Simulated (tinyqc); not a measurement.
Gated graphene, quantum capacitance: two steps of the calculation.

phi is the Fermi level above the Dirac point, in volts; Vg is counted from the gate voltage of charge neutrality. Ideal linear bands, no charge puddles.

Values chosen for this exercise; values close to those of graphene: temperature T = 300 K; Fermi velocity vF = 1.02e6 m/s; density of traps Dit = 0 cm^-2 eV^-1; gate voltage Vg = -0.88 V.

Constants: q = 1.602176634e-19 C, kB = 1.380649e-23 J/K, hbar = 1.054571817e-34 J s, Vt = kB T/q. Results are converted to the units shown.

Problem 1. New phi. N0 = (2/pi)(kB T/(hbar vF))^2; n = N0 F1(phi/Vt), p = N0 F1(-phi/Vt), F1(e) = int_0^infinity u du/(1 + exp(u - e)) = -Li2(-exp(e)); Cq = q d(n - p)/dphi = (q N0/Vt) ln[2 (1 + cosh(phi/Vt))]. Newton: f = phi + q (n - p + Dit phi)/Cox - Vg, phi(new) = phi - f/(1 + (Cq + q Dit)/Cox).

phi after iteration 1 = -0.50809642 V
Cox = 3.7130465 uF/cm^2

Give: n; p; Cq; f; phi after iteration 2.

Solution 1.

n = 275.0 cm^-2
p = 1.839e13 cm^-2
Cq = 11.50 uF/cm^2
f = -0.4215 V
phi after iteration 2 = -0.4052 V

Problem 2. Charge and capacitances at the solution. 1/C_G = 1/Cox + 1/(Cq + q Dit); dphi/dVg = Cox/(Cox + Cq + q Dit).

converged phi = -0.39583985 V
Cox = 3.7130465 uF/cm^2

Wanted: n - p; Cq; C_G; dphi/dVg.

Solution 2.

n - p = -1.1220e13 cm^-2
Cq = 8.9573 uF/cm^2
C_G = 2.6249 uF/cm^2
dphi/dVg = 0.29305

Cq is 2.41 times Cox, so C_G is 70.7 % of Cox; 45.0 % of the gate voltage has gone into phi.

tinyqc, about 0.03 s, one thread, Intel Xeon 2.30GHz (shared host): `OMP_NUM_THREADS=1 python tinyqc.py 2200067 2200068 out.jsonl`
